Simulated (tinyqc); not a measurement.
Input admittance of a MOSFET at zero drain bias: distributed channel and distributed gate: one step of the calculation.

Source and drain grounded, strong inversion, w = 2 pi f, Cox = eps0 eox/tox. The channel is an RC line of resistance 1/(mu Cox Vo) per square fed from both ends, so one finger has the intrinsic admittance y = i w Cox L tanh(g)/g per width, g = (1/2) sqrt(i w tau), tau = L^2/(mu Vo). The vertical resistance rv/L is in series with y, the overlaps 2 i w Cov in parallel: y_t = 1/(1/y + rv/L) + 2 i w Cov. The gate strip is a line of Rsh/L per length loaded by y_t, so a finger has Y = y_t Wf tanh(k)/k, k = (Wf/sd) sqrt(y_t Rsh/L); the device has Nf Y.

Question. Low-frequency resistances and capacitance. Low-frequency limits, with c = Cox L and ct = c + 2 Cov: R_strip = Rsh Wf/(3 sd^2 L Nf), R_ch = (c/ct)^2 L/(12 mu Cox Vo Wf Nf), R_vert = (c/ct)^2 rv/(L Wf Nf), C = ct Wf Nf.

Parameters, values chosen for the exercise; values of the order met in silicon radio-frequency transistors: relative permittivity of the gate insulator (close to aluminium oxide) eox = 9.25; insulator thickness tox = 12 nm; channel length L = 0.84 um; finger width Wf = 0.81 um; number of fingers Nf = 8; channel mobility mu = 110 cm^2/(V s); gate overdrive Vo = 0.26 V; sheet resistance of the gate Rsh = 6.8 ohm/square; vertical resistivity of the gate stack rv = 1.2 ohm um^2; number of ends at which a finger is contacted sd = 2; overlap and fringe capacitance on each side Cov = 0.32 fF/um.

Constants: eps0 = 8.8541878128e-14 F/cm where lengths are in cm. Results are converted to the units shown.

Find: parts; sum; C; 1/(2 pi R C).

Answer.

parts (ohm): strip 0.06830, channel 447.8, vertical 0.1784
sum = 448.1 ohm
C = 41.30 fF
1/(2 pi R C) = 8.601 GHz

The channel term is the largest, 99.9 % of the sum.

Program tinyqc, `OMP_NUM_THREADS=1 python tinyqc.py 2262020 2262021 out.jsonl`; Intel Xeon 2.30GHz, shared host, one thread, about 0.01 s.
